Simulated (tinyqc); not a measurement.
# One-dimensional ballistic tunnel FET, two-band WKB, step by step

tinyqc, about 0.01 s, one thread, Intel Xeon 2.30GHz (shared host): `OMP_NUM_THREADS=1 python tinyqc.py 2620063 2620064 out.jsonl` Printed values are rounded.

A p-type source for x < 0 with its Fermi level at 0 and its valence edge at ds; in the channel the bands fall as D exp(-x/lam) towards their flat values, with the conduction edge at Ec = ds - dP and D = dP + Eg. The gate moves dP one to one. The drain Fermi level lies at -Vd and the drain side reflects nothing. For w = E - Ec between 0 and dP an electron crosses the gap. Two-band dispersion with equal masses m: inside the gap kappa = sqrt(m u (1 - u/Eg)/C), u the distance from a band edge, C = hbar^2/(2 m0).

Values chosen for this exercise; band and dielectric values close to those of indium phosphide:

| symbol | value | unit | meaning |
|---|---|---|---|
| T | 77 | K | temperature |
| Eg | 1.35 | eV | band gap |
| m | 0.086 | m0 | band-edge mass of the two-band model |
| lam | 3.7 | nm | screening length of the source junction |
| ds | 0.04 | eV | source valence edge above the source Fermi level |
| Vd | 0.2 | V | drain bias |
| g | 2 |  | number of degenerate subbands (spin apart) |
| dP | 0.36 | eV | tunnelling window Ev(source) - Ec(channel) |
| w0 | 0.13 | eV | energy above the channel conduction edge |
| nc | 9 |  | cells of the path |
| nE | 13 |  | points of the energy grid |

Constants: q = 1.602176634e-19 C, kB = 1.380649e-23 J/K, hbar = 1.054571817e-34 J s, h = 6.62607015e-34 J s, m0 = 9.1093837015e-31 kg, Vt = kB T/q, hbar^2/(2 m0) = 0.0380998212 eV nm^2. Results are converted to the units shown.

## The path through the gap by the midpoint rule

At w = w0 the path runs from xa = lam ln(D/(w + Eg)) to xb = lam ln(D/w); u(x) = w + Eg - D exp(-x/lam) is the height above the valence edge. Cut it into nc equal cells: S = 2 (cell width) times the sum of kappa at the centres.

xa = 0.534470 nm
xb = 9.53384 nm

| cell | x (nm) | u (eV) | kappa (1/nm) |
|---|---|---|---|
| 0 | 1.03443 | 0.18706 | 0.603105 |
| 1 | 2.03437 | 0.49325 | 0.840583 |
| 2 | 3.03430 | 0.72692 | 0.870234 |
| 3 | 4.03423 | 0.90526 | 0.820466 |
| 4 | 5.03416 | 1.04137 | 0.733069 |
| 5 | 6.03409 | 1.14524 | 0.626169 |
| 6 | 7.03402 | 1.22452 | 0.506872 |
| 7 | 8.03395 | 1.28502 | 0.373658 |
| 8 | 9.03388 | 1.33119 | 0.204606 |

S = 11.1567

## The exponent in closed form

S(w) = 2 lam int_0^Eg kappa(u) du/(w + Eg - u) = 2 pi lam sqrt(m/(C Eg)) [w + Eg/2 - sqrt(w (w + Eg))], T(w) = exp(-S). The common triangular estimate is S = (4/3) lam sqrt(m/C) Eg^1.5/(dP + Eg) for all w.

S(w0) = 11.0133
T(w0) = 1.64811e-5
triangular S = 6.79881

The midpoint value is 1.3 % above the closed form, and the triangular estimate 38 % below it.

## Current on a coarse grid

S(w) = 2 lam int_0^Eg kappa(u) du/(w + Eg - u) = 2 pi lam sqrt(m/(C Eg)) [w + Eg/2 - sqrt(w (w + Eg))], T(w) = exp(-S). I = g (2 q^2/h) int_0^dP T(w) [f(E) - f(E + Vd)] dw, E = ds - dP + w, f(x) = 1/(1 + exp(x/Vt)). Simpson's rule on nE equally spaced points.

| point | w (eV) | T(w) | difference of the f |
|---|---|---|---|
| 0 | 0.000000 | 1.54054e-9 | 1.39894e-8 |
| 1 | 0.030000 | 2.83384e-7 | 1.28632e-6 |
| 2 | 0.060000 | 1.59085e-6 | 1.18263e-4 |
| 3 | 0.090000 | 5.15946e-6 | 0.0107585 |
| 4 | 0.120000 | 1.27134e-5 | 0.5 |
| 5 | 0.150000 | 2.64272e-5 | 0.989241 |
| 6 | 0.180000 | 4.88600e-5 | 0.999882 |
| 7 | 0.210000 | 8.28777e-5 | 0.999999 |
| 8 | 0.240000 | 1.31569e-4 | 0.999994 |
| 9 | 0.270000 | 1.98164e-4 | 0.999466 |
| 10 | 0.300000 | 2.85957e-4 | 0.953210 |
| 11 | 0.330000 | 3.98240e-4 | 0.181372 |
| 12 | 0.360000 | 5.38241e-4 | 0.00240374 |

I = 0.00377713 uA

A converged quadrature gives 0.003961 uA; this grid is 4.6 % below that.
